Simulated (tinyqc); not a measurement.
Starting guesses with DIIS over 6 matrices: SCF starting guesses in the sto-3g basis, for H4, spin multiplicity 3. Computed by the program tinyqc with PySCF. 

Geometry (angstrom):
```
atom,x,y,z
H,0.0000,0.0000,0.0000
H,0.0000,0.0000,1.4610
H,0.0000,2.0490,0.0000
H,0.0000,2.0490,1.4610
```

lowest solution found by these runs and by PySCF with stability checks = -1.843991 hartree

UHF with one setting changed at a time; a run stops when the energy changes by less than 1e-09 hartree and the error matrix is below 1e-5. Starts: the lowest orbitals of the core Hamiltonian, of the Wolfsberg-Helmholz matrix (K = 1.75), projected atomic densities, random orbitals, and the highest orbitals of the core Hamiltonian (a deliberately bad start).

Largest element of the error matrix X^T (FDS - SDF) X:
```
iteration,core,Wolfsberg-Helmholz,atomic densities,random,highest core orbitals
1,3.8e-15,8.8e-16,1.7e-16,1.5e-01,2.6e-15
2,2.5e-15,6.2e-16,3.4e-16,1.2e-01,6.6e-15
3,-,-,4.9e-16,6.4e-02,5.0e-15
4,-,-,-,3.1e-02,-
5,-,-,-,3.7e-02,-
6,-,-,-,9.2e-03,-
8,-,-,-,1.5e-03,-
10,-,-,-,3.2e-05,-
```

How each run ends:
```
run,iterations,E (hartree),state
core,2,-1.730963,higher
Wolfsberg-Helmholz,2,-1.730963,higher
atomic densities,3,-1.730963,higher
random,13,-1.808295,higher
highest core orbitals,3,-1.730963,higher
```

No run reaches the lowest solution found. Ending on a higher stationary point: core, Wolfsberg-Helmholz, atomic densities, random, highest core orbitals; a small error matrix cannot reveal that, and an occupation fixed by the start is kept by symmetry or by the shape of the basin. The first errors are 4e-15, 9e-16, 2e-16, 1e-01, 3e-15.
